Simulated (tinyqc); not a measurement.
Inside a calculation. Method: tight binding, dimerised chain. One step of it, computed by the program tinyqc.

Problem. Open chain of 3 cells. The same hoppings without the wrap-around bond.

H of the open chain (eV):
```
           1          2          3          4          5          6
1   0.000000  -1.710000   0.000000   0.000000   0.000000   0.000000
2  -1.710000   0.000000  -2.280000   0.000000   0.000000   0.000000
3   0.000000  -2.280000   0.000000  -1.710000   0.000000   0.000000
4   0.000000   0.000000  -1.710000   0.000000  -2.280000   0.000000
5   0.000000   0.000000   0.000000  -2.280000   0.000000  -1.710000
6   0.000000   0.000000   0.000000   0.000000  -1.710000   0.000000
```

Give: levels; weights of the highest filled level on the sites.

Solution.

levels (eV): -3.586  -2.446  -0.570  0.570  2.446  3.586

weights of the highest filled level on the sites: 0.321  0.036  0.143  0.143  0.036  0.321

The bulk gap runs from -0.5700 to 0.5700 eV; no level of this chain lies inside it.
